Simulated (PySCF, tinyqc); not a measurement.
Worked calculation: RHF in the sto-3g basis, for BeH+, spin multiplicity 1. The lowest restricted solution is unstable here: a spin-polarised one lies 0.0727 hartree lower (PySCF). One step of it, computed by the program tinyqc.

Task: Iteration 4: DIIS coefficients. Solve [B -1; -1 0][c; lambda] = [0; -1] for the coefficients, which sum to one.

B (overlaps of the stored error matrices), lower triangle:
```
                1              2              3              4
1   1.7769597e-01
2  -4.9448571e-03  4.8200448e-03
3   7.4577546e-03  1.1887390e-04  9.1233228e-04
4   9.3780630e-04  3.6319065e-04  2.4995376e-04  9.6859220e-05
```

Give: DIIS coefficients.

Result:

DIIS coefficients: 0.010  -0.096  -0.500  1.587
